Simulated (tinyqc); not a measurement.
Gas flow in a process chamber: flow regimes, conductance, effective pumping speed, pump-down, outgassing and purge: one step, computed by the program tinyqc. Command: `OMP_NUM_THREADS=1 python tinyqc.py 3121236 3121237 out.jsonl pump walk`. One thread of a shared host (Intel(R) Xeon(R) Processor @ 2.30GHz), about 0.09 s of CPU time with the checks.

Ideal gas, isothermal flow, a pump of constant speed at the end of a round pipe; process gas, volume gas and outgassing are given the same properties. 1 sccm = 101325 Pa x 1e-6 m^3/60 s x T/273.15 K.

Question. Purging a well-mixed chamber. With steady flow a contaminant decays as exp(-t/residence time); gas used = flow x time.

Inputs (values chosen for the exercise, modelled on water vapour near room temperature): temperature T = 350 K; process gas flow = 370 sccm.

residence time = 0.9165797 s

Give: time to dilute 1e3 times; time to dilute 1e6 times; gas used for 1e6.

Answer.

time to dilute 1e3 times = 6.332 s

time to dilute 1e6 times = 12.66 s

gas used for 1e6 = 78.09 standard cm^3
